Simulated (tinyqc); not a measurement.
What moves the results: tunnelling through a thin dielectric with one trap, as a tight-binding chain. A value that a table varies takes the place of the one given here.

Hopping -t everywhere, t = c/(m a^2), c = hbar^2/2m0; lead sites at 2t (band bottom 0), barrier sites 1 to N at 2t + phi, and site j has U besides. No voltage. Leads give S = -t exp(ika) on sites 1 and N, cos(ka) = 1 - E/(2t). T = (2 t sin(ka))^2 |G_1N|^2, G = (E - H - S)^-1. In the barrier cosh(q a) = 1 + (phi - E)/(2t).

Resonance: the lowest eigenvalue of H + S(E), iterated until its real part equals E (40 rounds from Eb = phi + 2t - sqrt(4t^2 + U^2), the level in an endless barrier). With v the normalised squared amplitudes of that state, Gamma_L = 2 t sin(ka) v_1, Gamma_R = 2 t sin(ka) v_N; Breit-Wigner T = Gamma_L Gamma_R/((E - Er)^2 + (Gamma_L + Gamma_R)^2/4).

Constants: hbar^2/2m0 = 3.80998211 eV angstrom^2.

Parameters, chosen for this exercise (barrier and mass of the size used for Al2O3 on silicon; the results hold for these values, not for the real material):
```
symbol  value  unit      meaning
a       3      angstrom  site spacing
m       0.29   m0        mass, the same in leads and barrier
phi     2.04   eV        conduction edge of the barrier above that of the leads
N       9                barrier sites
j       3                site of the trap
U       -3.17  eV        extra energy on the trap site
E       0.58   eV        electron energy
```

## Transmission around the level

Er = 0.64474 eV

widths (meV): left 40.871, right 0.021832

Energies Er + x (Gamma_L + Gamma_R).

T:
```
x     E (eV)     chain  Breit-Wigner   no trap
-8.0  0.3176  1.38e-06      8.30e-06  1.95e-08
-3.0  0.5221  3.13e-05      5.77e-05  7.63e-08
-1.0  0.6039  0.000356      0.000427  1.27e-07
-0.5  0.6243  0.000981       0.00107  1.44e-07
0.0   0.6447   0.00213       0.00213  1.64e-07
0.5   0.6652   0.00120       0.00107  1.86e-07
1.0   0.6856  0.000539      0.000427  2.11e-07
3.0   0.7674  0.000112      5.77e-05  3.48e-07
8.0   0.9719  4.55e-05      8.30e-06  1.25e-06
```

What can be read from the table?

At Er the chain gives 0.00213, 1.3e+04 times the value without trap, and Breit-Wigner 0.00213. In the wings the single pole gives 6.01 times the chain value at x = -8 and 0.183 times at x = 8, because the widths and the level shift change with energy.

## Where a trap does most harm

The trap is moved through the barrier. The area under the resonance, 2 pi Gamma_L Gamma_R/(Gamma_L + Gamma_R), sets the current through it.

Against position:
```
j  Er (eV)  Gamma_L (meV)  Gamma_R (meV)     peak  area (meV)
3   0.6447           40.9         0.0218  0.00213       0.137
4   0.6492           6.28          0.146   0.0887       0.895
5   0.6497          0.958          0.958     1.00        3.01
6   0.6492          0.146           6.28   0.0887       0.895
7   0.6447         0.0218           40.9  0.00213       0.137
```

How do the results move?

The area is largest at j = 5 (3.01 meV) and 22 times smaller at j = 3: the slower of the two steps limits the current, so traps in the middle carry most. Each site towards a lead multiplies its width by about 6.55, close to exp(2 q a) = 6.56 at Eb.

## Direct against trap-assisted paths

N odd, the trap in the middle, j = (N + 1)/2. Direct T is that without trap at the energy Er; area = 2 pi Gamma_L Gamma_R/(Gamma_L + Gamma_R). The exponents are the slopes of the logarithms between the last two rows, per angstrom.

Against thickness:
```
N   N a (angstrom)  Er (eV)  direct T  area (meV)
5             15.0   0.6384  0.000301         127
7             21.0   0.6485  7.23e-06        19.7
9             27.0   0.6497  1.69e-07        3.01
11            33.0   0.6499  3.92e-09       0.459
13            39.0   0.6499  9.11e-11      0.0699
15            45.0   0.6499  2.11e-12      0.0107
17            51.0   0.6499  4.91e-14     0.00162
```

exponents (1/angstrom): direct 0.6272, through the trap 0.3136

What does this show, and why?

The direct path falls as exp(-0.627 d) and the path through a central trap as exp(-0.314 d), 2.00 times more slowly, since each step crosses half the layer. From 5 to 17 sites the first loses 9.8 decades and the second 4.9: in thicker layers even few traps rule the leakage. Inelastic capture with phonons is left out.

## What each parameter does

Resonance and log10 T at E. Each row changes one parameter from the base and keeps the others.

Results:
```
case           Er (eV)  Gamma_L (meV)  Gamma_R (meV)  log10 T
base            0.6447          40.87        0.02183   -3.845
m = 0.267 m0    0.7222          53.83        0.04634   -4.216
phi = 2.14 eV   0.7464          41.69        0.02233   -4.830
N = 10          0.6447          40.87       0.003315   -4.681
j = 4           0.6492          6.279         0.1457   -3.873
U = -3.075 eV   0.7154          44.51        0.02846   -4.461
```

What does this show?

The largest shifts from the base row, up to three for each result and ties (the steps differ in size, so this ranks the rows, not the parameters). Er (eV): phi +0.1017, m +0.0775, U +0.0707; unchanged at the printed digits by N. Gamma_L (meV): j -34.6, m +13.0, U +3.64; unchanged at the printed digits by N. Gamma_R (meV): j +0.124, m +0.0245, N -0.0185. log10 T: phi -0.985, N -0.836, U -0.616.

tinyqc: `OMP_NUM_THREADS=1 python tinyqc.py 1451774 1451775 out.jsonl`; about 0.05 s, one thread, shared Intel(R) Xeon(R) Processor @ 2.30GHz.
